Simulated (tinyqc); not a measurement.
Rutherford backscattering from a thin compound film on silicon: kinematics, yields, composition and thickness: one step, computed by the program tinyqc.

Singly charged helium ions (Z1 = 2, M1 = 4.0026 u) enter at the tilt angle a1 to the normal and leave at a2 = |180 - theta - tilt| in the same plane. The film is A B_x.

Task: Peak widths (surface approximation). Stopping per atom eps(E) = eps(2 MeV) (E/2 MeV)^(-0.4) (a law chosen for the exercise); Bragg rule eps_film = (eps_A + x eps_B)/(1 + x); areal density N d, with 1/nm^2 = 0.1 x 1e15/cm^2. Width of the signal of element i: [K_i eps(E0)/cos a1 + eps(K_i E0)/cos a2] N d; depth resolution = resolution x d/width of A; energy lost on the way in = eps(E0) N d/cos a1.

Inputs (values chosen for the exercise, modelled on a helium beam on WSi2):

| quantity | value | unit |
|---|---|---|
| beam energy E0 | 2 | MeV |
| scattering angle theta | 160 | degrees |
| tilt of the sample | 0 | degrees |
| heavy element: stopping eps_A at 2 MeV | 116 | 1e-15 eV cm^2 |
| light element: mass M_B | 28.09 | u |
| light element: stopping eps_B at 2 MeV | 48.2 | 1e-15 eV cm^2 |
| atoms of B per atom of A, x | 2.18 | - |
| atomic density of the film | 75.9 | 1/nm^3 |
| film thickness d | 11 | nm |
| detector resolution (FWHM) | 11 | keV |

kinematic factors: A 0.9189764, B 0.5731108, Si 0.5731108

Give: areal density N d; film stopping at E0; widths; depth resolution; energy lost on the way in.

Result:

areal density N d = 83.49 1e15 atoms/cm^2

film stopping at E0 = 69.521 1e-15 eV cm^2

widths (keV): A 11.723, B 11.044

depth resolution = 10.321 nm

energy lost on the way in = 5.8043 keV

The signal of A spans 1.1 resolution widths, so its width measures the thickness. Caution: the silicon signal of the film merges with that of the substrate, so only the width of A can be read directly.
